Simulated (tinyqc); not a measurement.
AlGaN/GaN HEMT with access regions, lumped model: one step of the calculation.

A polarisation-induced electron sheet under a Schottky gate, in series with two ungated access regions and contacts. Drift law v = mu E/(1 + mu E/vs) under the gate. Currents in mA/mm, resistances in ohm mm. No self-heating, no channel-length modulation; fits for polarisation, barrier and offset are chosen for the exercise.

Task. On-resistance and breakdown. sigma = (5e13 x + 1.6e13 x^2) cm^-2, phiB = 0.84 + 1.3 x, dEc = 0.7 (1.71 x + x^2) in volts, Cb = eps0 eps_r/d, VT = phiB - dEc - q sigma/Cb, access density n0 = -Cb VT/q. Ron = 2 Rc + Ls/(q mu n0) + Ld/(q mu (1 - ft) n0) + Lg/(mu Cb (Vg - VT)). Off state: a depleted stretch that holds the voltage V has the peak field sqrt(k V), k = 2 q n0/(eps0 eps_r te), so one edge holds V1 = Ec^2/k. The sheet under the plate pinches off at Vf = q n0 (1/Cb + tf/(eps0 ei)); beyond it the gate edge is screened. BV = V1 if Vf >= V1, else Vf + V1, and at most Ec Ld. Specific resistance Ron (Ls + Lg + Ld); figure of merit BV^2 over it.

Values chosen for this exercise; values close to those of AlGaN/GaN structures: aluminium share of the barrier x = 0.35; barrier thickness d = 25 nm; relative permittivity of barrier and channel eps_r = 9.4; channel mobility mu = 1800 cm^2/(V s); saturation velocity vs = 1.2e7 cm/s; gate length Lg = 0.25 um; source access length Ls = 0.5 um; drain access length Ld = 16 um; resistance of each contact Rc = 0.34 ohm mm; share of the drain-access electrons removed by traps ft = 0.48; gate voltage Vg = 1 V; critical field Ec = 2.6 MV/cm; depth over which the depleted charge spreads te = 0.41 um; insulator under the field plate tf = 200 nm; relative permittivity of that insulator ei = 7.5.

Constants: q = 1.602176634e-19 C, eps0 = 8.8541878128e-14 F/cm where lengths are in cm. Results are converted to the units shown.

Wanted: Ron; Vf; V1; BV; specific resistance; figure of merit.

Result.

Ron = 6.809 ohm mm
Vf = 94.55 V
V1 = 40.40 V
BV = 40.40 V
specific resistance = 1.140 mohm cm^2
figure of merit = 1.431 MW/cm^2

The plate pinches off too late to screen the gate edge, so it adds nothing.

Program tinyqc, `OMP_NUM_THREADS=1 python tinyqc.py 2570110 2570111 out.jsonl`; Intel Xeon 2.30GHz, shared host, one thread, about 0.03 s.
